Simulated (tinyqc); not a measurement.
Inputs raised by 2 %, one at a time: Hall effect and magnetoresistance of several carrier groups with constant relaxation times. Computed by tinyqc, a small Python program. Command: `OMP_NUM_THREADS=1 python tinyqc.py 3030051 3030052 out.jsonl hall2 sens`. One thread of a shared host (Intel(R) Xeon(R) Processor @ 2.30GHz), about 0.01 s of CPU time with the checks.

Group 1 has charge -e and group 2 charge +e; s_i is that sign. B lies along z; mu B is formed with mu in m^2/(V s).

Inputs (values chosen for the exercise, for a model conductor):
```
quantity            value        unit
density n1        2.6e+15      1/cm^3
mobility mu1        46000  cm^2/(V s)
density n2        1.7e+15      1/cm^3
mobility mu2         9100  cm^2/(V s)
magnetic field B     0.86           T
```

Carriers: electrons and holes. Densities: per volume.

Constants: e = 1.602176634e-19 C.

Method. sigma_xx = sum n_i e mu_i/(1 + mu_i^2 B^2); sigma_xy = sum s_i n_i e mu_i^2 B/(1 + mu_i^2 B^2). rho_xx = sigma_xx/(sigma_xx^2 + sigma_xy^2); Hall coefficient R_H = sigma_xy/(B (sigma_xx^2 + sigma_xy^2)), with B in V s/cm^2 (1 T = 1e-4 V s/cm^2); magnetoresistance MR = rho_xx(B)/rho_xx(0) - 1. Apparent density 1/(e |R_H|); Hall mobility |R_H|/rho_xx.

Runs:
```
input moved                   from         to  rho_xx (ohm cm)  magnetoresistance MR (%)  apparent density (1/cm^3)  sigma at B = 0 (S/cm)
base run                         -          -          0.14571                    215.33                 2.9559e+15                 21.641
density n1 (1/cm^3)        2.6e+15  2.652e+15          0.14127                    211.14                 2.9935e+15                 22.024
mobility mu1 (cm^2/(V s))    46000      46920          0.14491                    219.15                 2.9409e+15                 22.024
density n2 (1/cm^3)        1.7e+15  1.734e+15          0.14733                    219.57                 2.9782e+15                 21.690
mobility mu2 (cm^2/(V s))     9100       9282          0.14737                    219.66                 2.9564e+15                 21.690
magnetic field B (T)          0.86     0.8772          0.14951                    223.54                 2.9411e+15                 21.641
```

Exponents ln(y'/y) / ln(x'/x):
```
input             rho_xx  magnetoresistance MR  apparent density  sigma at B = 0
density n1        -1.562                -0.993             0.639           0.886
mobility mu1      -0.279                 0.887            -0.257           0.886
density n2         0.559                 0.985             0.379           0.116
mobility mu2       0.572                 1.004             0.009           0.116
magnetic field B   1.298                 1.889            -0.252           0.000
```

Among the inputs moved here: rho_xx answers most in size to density n1 (exponent -1.562), next to magnetic field B (+1.298). Magnetoresistance MR answers most in size to magnetic field B (exponent +1.889), next to mobility mu2 (+1.004). Apparent density answers most in size to density n1 (exponent +0.639), next to density n2 (+0.379). sigma at B = 0 answers most in size to density n1 (exponent +0.886), and about equally to mobility mu1 (+0.886); its exponent is below 0.0005 for magnetic field B.
